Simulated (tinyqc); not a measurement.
p-n diode, drift-diffusion by the Gummel loop with Scharfetter-Gummel fluxes: two steps of the calculation.

Abrupt junction at x = 0, p side from -Lp, n side to Ln, ohmic contacts. psi is counted from the intrinsic level; n = ni exp((psi - phin)/Vt), p = ni exp((phip - psi)/Vt). Contacts: p side psi = V - Vt ln(Na/ni), p = Na, n = ni^2/Na; n side psi = Vt ln(Nd/ni), n = Nd, p = ni^2/Nd. Constant mobilities, D = mu Vt, Boltzmann statistics, SRH recombination through a mid-gap level, U = (n p - ni^2)/(tp (n + ni) + tn (p + ni)). Current is positive from the p contact to the n contact.

Inputs (values chosen for the exercise); band and dielectric values close to those of gallium arsenide:
```
symbol   value        unit                         meaning
T          300           K                     temperature
eps_r     13.1                       relative permittivity
Na      1.9e17       cm^-3  acceptor density of the p side
Nd      1.1e17       cm^-3     donor density of the n side
mun       4100  cm^2/(V s)               electron mobility
tn        2e-9           s       SRH lifetime of electrons
tp        7e-8           s           SRH lifetime of holes
G            0  cm^-3 s^-1         uniform generation rate
V         0.55           V           bias of the p contact
```

Constants: q = 1.602176634e-19 C, kB = 1.380649e-23 J/K, Vt = kB T/q, eps0 = 8.8541878128e-14 F/cm where lengths are in cm. Results are converted to the units shown.

Problem 1. Poisson equation. With phin and phip held, solve a_i (psi_(i+1) - psi_i) - a_(i-1) (psi_i - psi_(i-1)) + q w_i (p_i - n_i + C_i) = 0 for the inner nodes by Newton steps to convergence; a_i = eps0 eps_r/h_i, h_i = x_(i+1) - x_i, w_i = (h_(i-1) + h_i)/2, C = -Na or +Nd.

x, node 0 to 12 (nm): [-3100, -1300, -535, -210, -71.3, -12.5, 12.5, 54.9, 127, 249, 455, 806, 1400]
ni = 3.4386161e6 cm^-3
phin at the start, node 0 to 12 (V): [0.55, 0, 0, 0, 0, 0, 0, 0, 0, 0, 0, 0, 0]
phip at the start, node 0 to 12 (V): [0.55, 0.55, 0.55, 0.55, 0.55, 0.55, 0.55, 0.55, 0.55, 0.55, 0.55, 0.55, 0]

Find: psi; n after Poisson; p after Poisson.

Solution 1.

psi, node 0 to 12 (V): [-0.0895, -0.0895, -0.0895, -0.0895, -0.0880, -0.0036, 0.2973, 0.5904, 0.6245, 0.6253, 0.6253, 0.6253, 0.6253]
n after Poisson, node 0 to 12 (cm^-3): [6.223e-5, 1.080e5, 1.080e5, 1.081e5, 1.143e5, 2.992e6, 3.392e11, 2.854e16, 1.065e17, 1.100e17, 1.100e17, 1.100e17, 1.100e17]
p after Poisson, node 0 to 12 (cm^-3): [1.900e17, 1.900e17, 1.900e17, 1.900e17, 1.796e17, 6.861e15, 6.053e10, 7.194e5, 1.927e5, 1.867e5, 1.866e5, 1.866e5, 1.075e-4]

Problem 2. Electron continuity. With psi and p held, F_i = (mun Vt/h_i) [n_(i+1) B(d_i) - n_i B(-d_i)], d_i = (psi_(i+1) - psi_i)/Vt, B(d) = d/(exp(d) - 1); solve F_i - F_(i-1) = w_i [(n_i p_i - ni^2)/den_i - G] for the new n, with den = tp (n + ni) + tn (p + ni) taken at the old n and p, h_i = x_(i+1) - x_i, w_i = (h_(i-1) + h_i)/2; phin = psi - Vt ln(n/ni).

x, node 0 to 12 (nm): [-3100, -1300, -535, -210, -71.3, -12.5, 12.5, 54.9, 127, 249, 455, 806, 1400]
ni = 3.4386161e6 cm^-3
psi, node 0 to 12 (V): [-0.08945492, -0.08945492, -0.08945492, -0.08945046, -0.08799309, -0.00359527, 0.29727586, 0.59044434, 0.62449635, 0.62531872, 0.62532566, 0.62532568, 0.62532568]
n after Poisson, node 0 to 12 (cm^-3): [6.2232002e-5, 1.0804561e5, 1.0804562e5, 1.0806424e5, 1.1433121e5, 2.9921671e6, 3.3915505e11, 2.8537248e16, 1.0652721e17, 1.0997039e17, 1.0999991e17, 1.1000000e17, 1.1e17]
p after Poisson, node 0 to 12 (cm^-3): [1.9e17, 1.9000000e17, 1.8999998e17, 1.8996723e17, 1.7955435e17, 6.8608017e15, 6.0528850e10, 7.1936388e5, 1.9270818e5, 1.8667447e5, 1.8662438e5, 1.8662423e5, 1.0749164e-4]

Give: new n; phin after round 1.

Solution 2.

new n, node 0 to 12 (cm^-3): [6.2232e-5, 60508, 89025, 1.0190e5, 1.1361e5, 2.9921e6, 3.3916e11, 2.8537e16, 1.0653e17, 1.0997e17, 1.1000e17, 1.1000e17, 1.1000e17]
phin after round 1, node 0 to 12 (V): [0.55000, 0.01499, 0.00501, 0.00152, 0.00016, 0.00000, 0.00000, 0.00000, 0.00000, 0.00000, 0.00000, 0.00000, 0.00000]

Numbers from tinyqc (`OMP_NUM_THREADS=1 python tinyqc.py 2240079 2240080 out.jsonl`; about 0.1 s on one thread of a shared Intel Xeon 2.30GHz).
